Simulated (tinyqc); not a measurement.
Anneal temperature: kinetics of strain relaxation and threading dislocations in mismatched semiconductor layers. Computed by tinyqc, a small Python program. Command: `OMP_NUM_THREADS=1 python tinyqc.py 3022012 3022013 out.jsonl threading walk`. One thread of a shared host (Intel(R) Xeon(R) Processor @ 2.30GHz), about 0.01 s of CPU time with the checks.

60-degree dislocations on {111} planes of a (001) layer, isotropic elasticity. The Schmid factor is 1/sqrt(6), and a misfit segment relieves strain with b/2.

Inputs (values chosen for the exercise, modelled on Ge on Si):
```
quantity                        value         unit
misfit f                       0.0451            -
shear modulus G                  57.9          GPa
Poisson ratio nu                 0.26            -
Burgers vector b                    4     angstrom
glide activation energy Q        1.58           eV
velocity prefactor v0           24000  m/s per MPa
layer thickness h                  28           nm
anneal temperature T              624            K
anneal time t                     200            s
initial thread density rho_0   330000       1/cm^2
multiplication constant delta   11000          1/m
```

Sources: multiplication.

Constants: k_B = 8.617333262e-05 eV/K.

Method:
- Excess resolved stress tau = (1/sqrt 6) [2 G (1 + nu)/(1 - nu)] (e - e_eq), e_eq = b (1 - nu/4) [ln(h/b) + 1]/(4 pi (1 + nu) h), the Matthews-Blakeslee strain of an uncapped layer; glide velocity v = v0 tau exp(-Q/(k_B T)), tau in MPa.
- Threads run in two directions, so de/dt = -(b/4) rho v, and they multiply as d rho/dt = delta rho v. With x = e - e_eq, x0 = f - e_eq (fully strained at t = 0) and v = m S x (m the mobility, S x = tau): rho = rho_0 + (4 delta/b)(x0 - x), so dx/dt = -k x (a - x), k = delta m S, a = x0 + b rho_0/(4 delta): a logistic law, x = a/[1 + (a/x0 - 1) exp(k a t)].
- The half time is that at which x = x0/2.

half time = 48.0986 s

excess stress tau = 3273.95 MPa

equilibrium strain e_eq = 0.00442760

After the time t:
```
T (K)  first velocity (micrometre/s)  relieved (%)  threads (1/cm^2)  half time (s)
518                       3.3342e-02    5.6136e-03        3.5512e+05     1.9654e+04
536                       1.0945e-01    2.0080e-02        4.1984e+05     5.9871e+03
558                       4.2164e-01    1.1266e-01        8.3402e+05     1.5542e+03
575                       1.1139e+00    7.7640e-01        3.8036e+06     5.8829e+02
595                       3.2534e+00    4.8731e+01        2.1835e+08     2.0142e+02
609                       6.6069e+00    9.9935e+01        4.4743e+08     9.9184e+01
628                       1.6428e+01    1.0000e+02        4.4773e+08     3.9889e+01
659                       6.4871e+01    1.0000e+02        4.4773e+08     1.0102e+01
```

What follows from these numbers?

The half time follows exp(Q/(k_B T)), a decade for each 44 K near 595 K. Relief goes from 0.78 % at 575 K to 99.9 % at 609 K: with multiplication the onset is abrupt, after an incubation in which threads breed, and the final density is set by delta, not by rho_0. Caution: at stresses above about 1 GPa the linear velocity law understates glide, as stress lowers the kink barrier. Caution: at such misfit the layer islands and relaxes during the first nanometres, so a uniform strained start is an idealisation. Caution: rows with more than 50 % relieved leave out blocking by crossing misfit lines, which slows real layers.

Extremes, crossings and ranges named in words are read from the listed rows.
